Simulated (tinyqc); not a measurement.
Hydrogen passivation of interface dangling bonds: competing passivation and dissociation with distributed barriers: one step, computed by the program tinyqc.

P_b + H2 gives P_bH + H at the rate k_f [H2]; P_bH gives P_b + H at the rate k_d. All defects start unpassivated. E_f and E_d are Gaussian and independent.

Task: Distributed barriers. [H2] = solubility factor x p; a = k_f0 [H2] exp(-E_f/(k_B T)), d = k_d0 exp(-E_d/(k_B T)). For one pair of barriers the active share is y = [d + a exp(-(a + d) t)]/(a + d). Temperatures in kelvin are T(C) + 273.15. Average y over both Gaussians with 40 x 40 Gauss-Hermite points. Active density N0 y; threshold shift if each active defect holds one charge, e N0 y t_ox/(3.9 eps_0).

Inputs (values chosen for the exercise, close to those used for P_b centres at the silicon-oxide interface):
```
quantity                                      value          unit
defect density N0                           7.1e+11        1/cm^2
passivation prefactor k_f0                  4.9e-08        cm^3/s
mean passivation barrier E_f                    1.5            eV
spread sigma_f                                0.053            eV
dissociation prefactor k_d0                 6.2e+12           1/s
mean dissociation barrier E_d                  2.65            eV
spread sigma_d                                0.073            eV
H2 in the oxide per atm, solubility factor  6.5e+17  1/(cm^3 atm)
hydrogen pressure p                             0.1           atm
anneal temperature T                            600             C
anneal time t                                   230             s
oxide thickness                                 6.8            nm
```

Constants: k_B = 8.617333262e-05 eV/K; e = 1.602176634e-19 C; eps_0 = 8.8541878128e-12 F/m.

Give: active share y; active density; threshold shift.

Result:

active share y = 9.163e-04

active density = 6.505e+08 1/cm^2

threshold shift = 0.2053 mV

Caution: densities below a few 1e9 per cm^2 are formal: other defects set the floor in real interfaces.
